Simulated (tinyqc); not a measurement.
Correlation length: interface roughness in a thin film (subband fluctuation and scattering).

Square well of width t, barriers V0, c = hbar^2/2m0: E1 solves k t + 2 atan[(k/mz)/(kappa/mb)] = pi, k = sqrt(mz E/c), kappa = sqrt(mb (V0 - E)/c). One interface is rough, so the subband edge fluctuates by G dt with G = |dE1/dt| (central difference of 0.01 angstrom; 2 E1/t for hard walls).

Gaussian roughness spectrum S(q) = pi D^2 Lc^2 exp(-q^2 Lc^2/4). Degenerate gas, taken to fill one subband (the second starts to fill once c kF^2/md exceeds E2 - E1, which is not tested here): kF = sqrt(2 pi Ns/gv), q = 2 kF sin(theta/2), 1/tau = (md/(2 pi c hbar)) G^2 times the integral from 0 to pi of S(q)(1 - cos theta)/eps(q)^2 dtheta, eps(q) = 1 + qs/q with screening (qs = gv md q0/(c eps), q0 = e^2/(4 pi eps0), form factors left out, which overstates the screening; other scattering is left out too, so these values lie far above measured mobilities in all but the thinnest films) or 1 without; mobility = tau c2/md with c2 = e/m0 = 1.75882e15 cm^2/(V s^2); 1e12/cm^2 = 1e-4/angstrom^2.

Constants: hbar^2/2m0 = 3.80998211 eV angstrom^2; hbar = 6.58211957e-16 eV s; e^2/(4 pi eps0) = 14.39964547 eV angstrom.

Values chosen for the exercise (near those of a thin GaN channel; shifted at random, so the results belong to these values and not to a real crystal):

| symbol | value | unit | meaning |
|---|---|---|---|
| t | 40 | angstrom | film thickness |
| mz | 0.197 | m0 | confinement mass |
| V0 | 1.86 | eV | barrier |
| mb | 0.33 | m0 | barrier mass |
| md | 0.196 | m0 | mass in the plane |
| gv | 1 |  | valleys |
| D | 3.7 | angstrom | rms height of the roughness |
| Ns | 4.8 | x 1e12/cm^2 | sheet density |
| eps | 9.7 |  | mean dielectric constant at the channel |
| Ll | (4, 8, 14, 22, 35, 55, 90) | angstrom | correlation lengths |

Fixed D; bare and screened mobility.

Results:

| Lc (angstrom) | kF Lc | bare mobility (cm^2/(V s)) | screened mobility (cm^2/(V s)) |
|---|---|---|---|
| 4 | 0.22 | 3.02e+04 | 1.01e+05 |
| 14 | 0.77 | 3.66e+03 | 1.27e+04 |
| 22 | 1.21 | 2.67e+03 | 9.81e+03 |
| 35 | 1.92 | 3.57e+03 | 1.63e+04 |
| 55 | 3.02 | 6.78e+03 | 5.28e+04 |
| 90 | 4.94 | 1.19e+04 | 1.85e+05 |

Give the missing row, Lc (angstrom) = 8.

Computed row:
```
Lc (angstrom)  kF Lc  bare mobility (cm^2/(V s))  screened mobility (cm^2/(V s))
8               0.44                    8.41e+03                        2.84e+04
```

The bare mobility is lowest at Lc = 22 angstrom of those listed (kF Lc = 1.21). The screened mobility is lowest at Lc = 22 angstrom of those listed (kF Lc = 1.21). Short roughness averages out (mobility as 1/Lc^2; the first two rows give exponent -1.84), and long roughness deflects only by small angles (bare mobility rising as Lc; the last two rows give 1.15).

tinyqc: `OMP_NUM_THREADS=1 python tinyqc.py 1251542 1251543 out.jsonl`; about 0.01 s, one thread, shared Intel(R) Xeon(R) Processor @ 2.30GHz.
